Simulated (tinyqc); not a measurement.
Stark shift: double quantum well by finite differences.

Finite differences on points z_i at the centres of cells of width h: H_ii = (c/h^2)(1/m_(i-1/2) + 1/m_(i+1/2)) + V_i, H_(i,i+1) = -(c/h^2)/m_(i+1/2), where m_(i+1/2) is the mean of the masses at the two points (the end values are repeated outwards), psi = 0 on the points beyond both ends, c = hbar^2/2m0. The field adds e F (z - z0) with z0 the middle of the structure; 1 kV/cm = 1e-5 eV/angstrom.

Constants: hbar^2/2m0 = 3.80998211 eV angstrom^2.

Inputs chosen for the exercise (out of a larger set: near those of an InGaAs well in InP; not measured data):
- layers = ((78, 0.251, 0.0771), (78, 0, 0.0403), (26, 0.251, 0.0771), (78, 0, 0.0403), (78, 0.251, 0.0771)) (each layer: thickness in angstrom, band edge in eV, mass in m0)
- hf = 1.625 angstrom (cell width of the fine grid)
- Fs = (0, 6.67, 13.3, 20, 26.7, 33.3, 40) kV/cm (fields)

Fine grid. Perturbation theory: dE1 = e F z_11 - beta (e F)^2 with beta = sum_j z_1j^2/(E_j - E_1) over the 13 next levels at zero field, z from z0.

Levels against field:

| F (kV/cm) | E1 (eV) | E2 (eV) | dE1 (meV) | second order (meV) | <z - z0> (angstrom) | E2 - E1 (meV) |
|---|---|---|---|---|---|---|
| 0 | 0.0484 | 0.0615 | 0.00 | 0.00 | 0.0 | 13.1 |
| 6.67 | 0.0475 | 0.0623 | -0.87 | -0.92 | -24.6 | 14.8 |
| 13.3 | 0.0454 | 0.0644 | -3.01 | -3.67 | -38.4 | 19.0 |
| 20.0 | 0.0425 | 0.0670 | -5.84 | -8.31 | -45.1 | 24.5 |
| 33.3 | 0.0361 | 0.0729 | -12.28 | -23.03 | -50.7 | 36.8 |
| 40.0 | 0.0327 | 0.0760 | -15.73 | -33.23 | -52.2 | 43.4 |

Give the missing row, F (kV/cm) = 26.7.

Computed row:
```
F (kV/cm)  E1 (eV)  E2 (eV)  dE1 (meV)  second order (meV)  <z - z0> (angstrom)  E2 - E1 (meV)
26.7        0.0394   0.0699      -8.99              -14.81                -48.7           30.6
```

z_11 = 0.00 angstrom
beta = 2.077e+05 angstrom^2/eV

At zero field the state is centred, so the shift starts as F^2; it turns linear only if the state is pulled to one side. At 40 kV/cm E1 has moved by -15.73 meV, where second order gives -33.23 meV; the two first part by more than 10 % at 13.3 kV/cm. The electron moves by -52.2 angstrom, against the rise of the potential. E2 - E1 grows with the field; the ends are 13.1 and 43.4 meV.

Run: tinyqc, `OMP_NUM_THREADS=1 python tinyqc.py 1280036 1280037 out.jsonl`; Intel(R) Xeon(R) Processor @ 2.30GHz, one thread, shared host; about 0.03 s of CPU time with all checks.
